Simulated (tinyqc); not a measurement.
Inside a calculation. Model: electron continuity equation in a given potential, Scharfetter-Gummel discretisation.

Computed by the program tinyqc: `OMP_NUM_THREADS=1 python tinyqc.py 2220003 2220004 out.jsonl`, one thread of a shared Intel Xeon 2.30GHz, about 0.01 s for the whole run. Printed values are rounded.

Steady state in one dimension: J = q mu n E + q D dn/dx with E = -dpsi/dx and D = mu Vt, dJ/dx = 0, fixed densities nL and nR at the ends. The potential is given, psi = U (x/L)^2, and is not changed by the electrons.

Parameters, values chosen for the exercise; mobility that of a made-up semiconductor:
```
symbol,value,unit,meaning
T,250,K,temperature
mu,3880,cm^2/(V s),electron mobility
L,0.12,um,length of the region
nL,5.2e14,cm^-3,density at x = 0
nR,0,cm^-3,density at x = L
U,0.14,V,potential difference psi(L) - psi(0)
```

Constants: q = 1.602176634e-19 C, kB = 1.380649e-23 J/K, Vt = kB T/q. Results are converted to the units shown.

Range of the model: The drift velocity mu E exceeds 1e7 cm/s somewhere, where real mobilities no longer stay constant.

## Potential on the mesh

10 equal intervals, h = L/10; psi = U (x/L)^2.

| node | psi (V) |
|---|---|
| 0 | 0.000000 |
| 1 | 0.001400 |
| 2 | 0.005600 |
| 3 | 0.012600 |
| 4 | 0.022400 |
| 5 | 0.035000 |
| 6 | 0.050400 |
| 7 | 0.068600 |
| 8 | 0.089600 |
| 9 | 0.113400 |
| 10 | 0.140000 |

## Bernoulli factors

d_i = (psi_(i+1) - psi_i)/Vt; B(d) = d/(exp(d) - 1), B(0) = 1. The flux on interval i is J_i = (q D/h) [n_(i+1) B(d_i) - n_i B(-d_i)].

| interval | d_i | B(d_i) | B(-d_i) |
|---|---|---|---|
| 0 | 0.06499 | 0.967859 | 1.03284 |
| 1 | 0.19496 | 0.905687 | 1.10064 |
| 2 | 0.32493 | 0.846319 | 1.17125 |
| 3 | 0.45490 | 0.789737 | 1.24463 |
| 4 | 0.58487 | 0.735911 | 1.32078 |
| 5 | 0.71484 | 0.684805 | 1.39964 |
| 6 | 0.84481 | 0.636375 | 1.48118 |
| 7 | 0.97478 | 0.590567 | 1.56535 |
| 8 | 1.10475 | 0.547321 | 1.65207 |
| 9 | 1.23472 | 0.506569 | 1.74129 |

The largest |d_i| is 1.23, below 2, so central differences would also keep densities positive.

## Tridiagonal system for the inner nodes

Row i (1 to 9): B(-d_(i-1)) n_(i-1) + b_i n_i + B(d_i) n_(i+1) = f_i with b_i = -B(-d_i) - B(d_(i-1)) and f_i = 0; the known end values are moved to the right: f_1 loses B(-d_0) nL and f_9 loses B(d_9) nR. h = L/10, D = mu Vt.

| node | diagonal b | right side f (cm^-3) |
|---|---|---|
| 1 | -2.06850 | -5.37079e14 |
| 2 | -2.07693 | 0 |
| 3 | -2.09095 | 0 |
| 4 | -2.11052 | 0 |
| 5 | -2.13555 | 0 |
| 6 | -2.16599 | 0 |
| 7 | -2.20172 | 0 |
| 8 | -2.24264 | 0 |
| 9 | -2.28861 | 0 |

## Densities and current

B(d_i) and B(-d_i) are the Bernoulli factors of the potential steps, b and f the diagonal and right side. Solve B(-d_(i-1)) n_(i-1) + b_i n_i + B(d_i) n_(i+1) = f_i (end values already in f), then J_i = (q D/h) [n_(i+1) B(d_i) - n_i B(-d_i)], h = L/10, D = mu Vt.

| node | n (cm^-3) |
|---|---|
| 0 | 5.2e14 |
| 1 | 3.98640e14 |
| 2 | 3.17448e14 |
| 3 | 2.60609e14 |
| 4 | 2.19201e14 |
| 5 | 1.87881e14 |
| 6 | 1.63134e14 |
| 7 | 1.42022e14 |
| 8 | 1.20330e14 |
| 9 | 8.68619e13 |
| 10 | 0 |

| interval | J (A/cm^2) |
|---|---|
| 0 | -1688.01 |
| 1 | -1688.01 |
| 2 | -1688.01 |
| 3 | -1688.01 |
| 4 | -1688.01 |
| 5 | -1688.01 |
| 6 | -1688.01 |
| 7 | -1688.01 |
| 8 | -1688.01 |
| 9 | -1688.01 |

Without sources J is the same on every interval. Against a mesh 200 times finer the densities are off by at most 0.024 % of their local values.

## Three discretisations compared

10 equal intervals. Fluxes J_i = (q D/h)(n_(i+1) P_i - n_i Q_i), d_i = (psi_(i+1) - psi_i)/Vt: Scharfetter-Gummel P = B(d), Q = B(-d), B(d) = d/(exp(d) - 1); central P = 1 - d/2, Q = 1 + d/2; upwind P = 1 + max(-d, 0), Q = 1 + max(d, 0). Balance at each inner node: J_i - J_(i-1) = 0. The reference is Scharfetter-Gummel on 2000 intervals.

Densities (cm^-3):

| node | Scharfetter-Gummel | central | upwind | reference |
|---|---|---|---|---|
| 0 | 5.200e14 | 5.200e14 | 5.200e14 | 5.200e14 |
| 1 | 3.986e14 | 3.990e14 | 3.954e14 | 3.986e14 |
| 2 | 3.174e14 | 3.181e14 | 3.141e14 | 3.174e14 |
| 3 | 2.606e14 | 2.615e14 | 2.579e14 | 2.606e14 |
| 4 | 2.192e14 | 2.202e14 | 2.168e14 | 2.192e14 |
| 5 | 1.879e14 | 1.890e14 | 1.852e14 | 1.879e14 |
| 6 | 1.631e14 | 1.646e14 | 1.592e14 | 1.631e14 |
| 7 | 1.420e14 | 1.442e14 | 1.353e14 | 1.420e14 |
| 8 | 1.203e14 | 1.240e14 | 1.089e14 | 1.203e14 |
| 9 | 8.686e13 | 9.325e13 | 7.087e13 | 8.684e13 |
| 10 | 0 | 0 | 0 | 0 |

Largest errors as a share of the largest reference density listed: Scharfetter-Gummel 0.0047 %, central 1.2 %, upwind 3.1 %. The largest |d| is 1.23. Upwinding stays positive but acts as if D were larger by the factor 1 + |d|/2, up to 1.62 here.
